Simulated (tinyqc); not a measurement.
Standing waves and exposure in a photoresist film: one step. Intensity and exposure over the lowest period. Two cases, with inputs chosen for the exercise.

Problem. Nine depths from d - period to d. Without bleaching during the exposure the share of unexposed compound is m = exp(-C D I).

Normal incidence from air. Unexposed resist: N1 = n1 + i k1 with k1 = (A + B) lam/(4 pi), lam in micrometres. r01 = (1 - N1)/(1 + N1), t01 = 2/(1 + N1). Substrate Ns = ns + i ks: r12 = (N1 - Ns)/(N1 + Ns). With p = exp(2 pi i N1 d/lam), the field at depth z is E(z) = t01 [exp(2 pi i N1 z/lam) + r12 p^2 exp(-2 pi i N1 z/lam)]/(1 + r01 r12 p^2), the relative intensity I(z) = n1 |E(z)|^2 and the reflectance R = |(r01 + r12 p^2)/(1 + r01 r12 p^2)|^2.

Give: Profile.

Case 1.

Values chosen (a resist on polySi, indices near tabulated ones; not measured data): d = 994 nm (resist thickness); lam = 365 nm (vacuum wavelength); C = 0.035 cm^2/mJ (exposure rate (Dill C)); D = 60 mJ/cm^2 (incident dose).

N1 = 1.6680000+0.0255603i
r12 = -0.559072-0.174177i
period = 109.4125 nm

Solution.

Profile:

| z (nm) | I | m |
|---|---|---|
| 884.6 | 0.106 | 0.800 |
| 898.3 | 0.132 | 0.758 |
| 911.9 | 0.377 | 0.453 |
| 925.6 | 0.696 | 0.232 |
| 939.3 | 0.900 | 0.151 |
| 953.0 | 0.868 | 0.162 |
| 966.6 | 0.616 | 0.274 |
| 980.3 | 0.291 | 0.543 |
| 994.0 | 0.081 | 0.843 |

I runs from 0.081 to 0.900 on these points, so m runs from 0.151 to 0.843; the least exposed point listed lies 0.0 nm above the bottom.

Case 2.

Values chosen (a resist on Al, indices near tabulated ones; not measured data): d = 935 nm (resist thickness); lam = 365 nm (vacuum wavelength); C = 0.022 cm^2/mJ (exposure rate (Dill C)); D = 40 mJ/cm^2 (incident dose).

N1 = 1.7230000+0.0238175i
r12 = -0.682809-0.629582i
period = 105.9199 nm

Solution.

Profile:

| z (nm) | I | m |
|---|---|---|
| 829.1 | 0.181 | 0.853 |
| 842.3 | 0.008 | 0.993 |
| 855.6 | 0.216 | 0.827 |
| 868.8 | 0.683 | 0.548 |
| 882.0 | 1.135 | 0.368 |
| 895.3 | 1.306 | 0.317 |
| 908.5 | 1.096 | 0.381 |
| 921.8 | 0.627 | 0.576 |
| 935.0 | 0.174 | 0.858 |

I runs from 0.008 to 1.306 on these points, so m runs from 0.317 to 0.993; the least exposed point listed lies 92.7 nm above the bottom.

Computed by tinyqc, one run a case: `OMP_NUM_THREADS=1 python tinyqc.py N N+1 out.jsonl` with N = 1651391, 1651449; one thread of a shared Intel(R) Xeon(R) Processor @ 2.30GHz, about 0.01 s a run at most.
